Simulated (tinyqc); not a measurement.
Worked calculation: plane-wave Kohn-Sham cycle with exchange-only LDA in a layered model solid. One step of it, computed by the program tinyqc.

Problem. Iteration 1: Hamiltonian at one k. H(m,m') = (k + G_m)^2/2 delta + V(G_m - G_m'), with V(-G) = V(G).

A solid whose potential varies along x alone (atomic units):
```
parameter                      value
period a                   13.000000
cross-section of the cell  16.000000
electrons per cell                 2
grid points                       16
plane waves -n..n, n               2
k points                           3
V1 in V1 cos(2 pi x/a)     -0.780000
V2 in V2 cos(4 pi x/a)     -0.230000
```

V(G_m), m = 0, 1, 2, ... (hartree): -0.209401  -0.390000  -0.115000  0.000000  0.000000

k = 0.000000 2 pi / a

Give: H.

Solution.

H (hartree), lower triangle:
```
         -2       -1       +0       +1      +2
-2   0.2578
-1  -0.3900  -0.0926
+0  -0.1150  -0.3900  -0.2094
+1   0.0000  -0.1150  -0.3900  -0.0926
+2   0.0000   0.0000  -0.1150  -0.3900  0.2578
```
